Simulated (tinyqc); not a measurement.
Pump-down curve: gas flow in a process chamber: flow regimes, conductance, effective pumping speed, pump-down, outgassing and purge. Computed by tinyqc, a small Python program. Command: `OMP_NUM_THREADS=1 python tinyqc.py 3120169 3120170 out.jsonl pump walk`. One thread of a shared host (Intel(R) Xeon(R) Processor @ 2.30GHz), about 0.09 s of CPU time with the checks.

Ideal gas, isothermal flow, a pump of constant speed at the end of a round pipe; process gas, volume gas and outgassing are given the same properties. 1 sccm = 101325 Pa x 1e-6 m^3/60 s x T/273.15 K.

Inputs (values chosen for the exercise, modelled on nitrogen near room temperature):
```
quantity                     value            unit
molar mass M                 28.01           g/mol
molecular diameter            0.37              nm
viscosity eta                 17.8   micropascal s
temperature T                  350               K
chamber volume V                26               L
wall area                     0.94             m^2
pipe diameter d                6.3              cm
pipe length l                  110              cm
pump speed S                    41             L/s
outgassing rate after 1 h  3.8e-06  Pa m^3/(s m^2)
outgassing exponent n          1.1               -
starting pressure p0           880              Pa
```

Constants: k_B = 1.380649e-23 J/K; u = 1.6605390666e-27 kg.

Method:
- Mean speed c = sqrt(8 k_B T/(pi m)); aperture conductance C_a = c pi d^2/16; molecular pipe C_m = C_a/(1 + 3 l/(4 d)) (Dushman form); viscous pipe C_v = pi d^4 p_mean/(128 eta l); Knudsen interpolation C = C_v + C_m (1 + x)/(1 + 1.24 x), x = d p_mean sqrt(m/(k_B T))/eta.
- Effective speed 1/S_eff = 1/S + 1/C_m; time constant V/S_eff; pressure at which the free path k_B T/(sqrt2 pi d_m^2 p) equals d.
- Pump-down: V dp/dt = -S_eff(p) p + q(t) A, with S_eff = S p_2/p, where p_2 solves C((p + p_2)/2) (p - p_2) = S p_2 at each moment, and q(t) = q_1 (1 h/(t + 10 s))^n; integrated adaptively. At long times p = q(t) A/S_eff.
- S_eff(p) is tabulated at 260 pressures and interpolated in ln p. Comparison columns: p0 exp(-t/time constant) with the molecular S_eff (0 below 1e-26 p0), and the outgassing limit.

time constant = 1.54841 s

S_eff in molecular flow = 16.7914 L/s

Pressure against time:
```
t (s)       p (Pa)  S_eff (L/s)  volume gas only (Pa)  outgassing limit (Pa)
0.3     5.4911e+02       40.845            7.2500e+02             1.3355e-01
1       1.8350e+02       40.541            4.6132e+02             1.2423e-01
3       9.6332e+00       33.929            1.2678e+02             1.0338e-01
10      1.1417e-01       16.334            1.3794e+00             6.4361e-02
30      3.2040e-02       16.493            3.3895e-06             3.0025e-02
100     1.0100e-02       16.670                     0             9.8679e-03
300     3.1824e-03       16.750                     0             3.1569e-03
1000    8.6305e-04       16.780                     0             8.6100e-04
3600    2.1222e-04       16.789                     0             2.1208e-04
20000   3.2243e-05       16.791                     0             3.2239e-05
100000  5.4918e-06       16.791                     0             5.4917e-06
```

What follows from these numbers?

From t = 30 s on the pressure is within 20 % of the outgassing limit, which falls only as (t + 10 s)^-1.1: walls, not volume, set the time to base pressure. Early on viscous flow raises S_eff to 40.8 L/s, 2.4 times its molecular value.
